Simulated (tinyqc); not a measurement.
Inside a calculation: propagation of a band-gap error through k.p and effective-mass formulas. Values are carried at full precision from step to step, so a last printed digit may differ when a step is redone from the rounded ones.

Chain, for a gap E (the reference Eg or another value), with Ep and Dso kept: 1/me = 1 + Ep (E + 2 Dso/3)/(E (E + Dso)); g* = 2 - 2 Ep Dso/(3 E (E + Dso)); g1(E) = g1 + (Ep/3)(1/E - 1/Eg), g2(E) = g2 + (Ep/6)(1/E - 1/Eg), light hole 1/(g1 + 2 g2), heavy hole 1/(g1 - 2 g2) along [100]; optical constant ei(E) = 1 + (ei - 1)(EP/(EP + E - Eg))^2, static e0(E) = ei(E) + e0 - ei.

Constants: Ry = 13.60569312 eV; a0 (Bohr radius) = 0.5291772105 angstrom; kB = 8.617333262e-05 eV/K; hbar^2/2m0 = 3.80998211 eV angstrom^2.

Inputs chosen for the exercise (reference values near those of GaSb, gap at low temperature; the results hold for these values, not for the real material): Eg = 0.808 eV (gap at Gamma to the s-like level); Dso = 0.758 eV (spin-orbit splitting); Ep = 26.8 eV (Kane energy); g1 = 13.44 (Luttinger gamma1); g2 = 4.72 (gamma2); e0 = 15.5 (static dielectric constant); ei = 14.14 (optical dielectric constant); EP = 4.22 eV (mean (Penn) gap); Eg2 = 0.283 eV (a wrong gap); mh = 0.4 m0 (density-of-states mass of the holes); T = 77 K (temperature); k = 0.021 1/angstrom (wave vector).

## Masses, g factor and screening for both gaps

Evaluate the chain at Eg and at Eg2.

Band values at the two gaps:

| quantity | at Eg | at Eg2 | ratio |
|---|---|---|---|
| me | 0.03470 | 0.01375 | 0.396 |
| g* | -8.703 | -43.97 | - |
| g1 | 13.44 | 33.95 | 2.526 |
| g2 | 4.720 | 14.98 | 3.173 |
| light hole | 0.04371 | 0.01565 | 0.358 |
| heavy hole | 0.2500 | 0.2500 | 1.000 |
| ei | 14.14 | 18.14 | 1.283 |
| e0 | 15.50 | 19.50 | 1.258 |

The gap is off by a factor of 0.35; the electron mass follows with 0.40 and the light hole with 0.36, while the heavy hole, which does not couple to the conduction level, keeps its value. The optical constant changes less, by +28 %, as it answers to the mean gap, which shifts by the same -0.53 eV on a base of 4.22 eV. g* moves by -35.27; remote bands, left out here, shift it by tenths or, where it is large, by some per cent.

## Binding energies and densities for both gaps

Donor: R = Ry me/e0^2, a_B = a0 e0/me, Mott density (0.26/a_B)^3. Nc, Nv = 2 (m kT/(4 pi c))^(3/2), c = hbar^2/2m0, ni = sqrt(Nc Nv) exp(-E/2kT). Exciton: Ry mu/e0^2 with 1/mu = 1/me + g1(E). 1 angstrom^-3 = 1e24 cm^-3.

Use the values of the table.

Results:

| quantity | at Eg | at Eg2 | ratio |
|---|---|---|---|
| R (meV) | 1.965 | 0.4921 | 0.250 |
| a_B (angstrom) | 236.4 | 750.3 | 3.17 |
| Mott density (cm^-3) | 1.331e+15 | 4.161e+13 | 0.0313 |
| Nc (cm^-3) | 2.109e+16 | 5.263e+15 | 0.249 |
| ni (cm^-3) | 4.764e-10 | 3.610e+07 | 7.58e+16 |
| exciton (meV) | 1.340 | 0.3355 | 0.250 |

Power laws carry the error on: the donor energy (me/e0^2) by a factor of 0.250, the Mott density (cube of me/e0) by 0.0313. ni, with its exponential, changes by a factor of 7.58e+16, that is 16.9 decades.

## A scissor shift and what it does not mend

A rigid shift D = Eg - Eg2 of the conduction band restores the gap but leaves the curvature, so the mass stays me(Eg2); redoing the sum 1/m = 1 + Ep (E + 2 Dso/3)/(E (E + Dso)) with E = Eg and the same Ep gives another mass. For optics, eps2 at the edge goes as |p|^2/E^2: a rigid shift keeps the dipole elements p/E, while shifting the energies under unchanged p scales eps2 by (Eg2/Eg)^2.

shift D = 0.525 eV
mass under a rigid shift = 0.0138 m0
mass from the sum with the corrected gap = 0.0347 m0
factor on eps2 if p is left unscaled = 0.123

The rigid shift leaves the mass off by a factor of 0.40. The mass from the corrected gap is the reference me(Eg) here, because the exercise keeps Ep fixed; a real correction of the gap depends on k and changes Ep as well.

## Far from the edge the relative error shrinks

Two-level dispersion E(k) = sqrt(E^2/4 + Ep c k^2) - E/2 at k/4, k, 4k for both gaps, c = hbar^2/2m0.

Energies above the edge:

| k (1/angstrom) | at Eg (eV) | at Eg2 (eV) | ratio |
|---|---|---|---|
| 0.00525 | 0.0035 | 0.0096 | 2.773 |
| 0.02100 | 0.0523 | 0.1136 | 2.170 |
| 0.08400 | 0.5360 | 0.7190 | 1.341 |

The ratio tends to Eg/Eg2 = 2.86 at k = 0 and goes from 2.773 to 1.341: at large k both curves approach the same slope sqrt(Ep c), while their distance in eV grows towards |Eg - Eg2|/2.

## Checks

- Chain at E = Eg against the inputs g1, g2, ei, e0: they agree to 1e-10 or better.

tinyqc: `OMP_NUM_THREADS=1 python tinyqc.py 1880501 1880502 out.jsonl`; about 0.01 s, one thread, shared Intel(R) Xeon(R) Processor @ 2.30GHz.
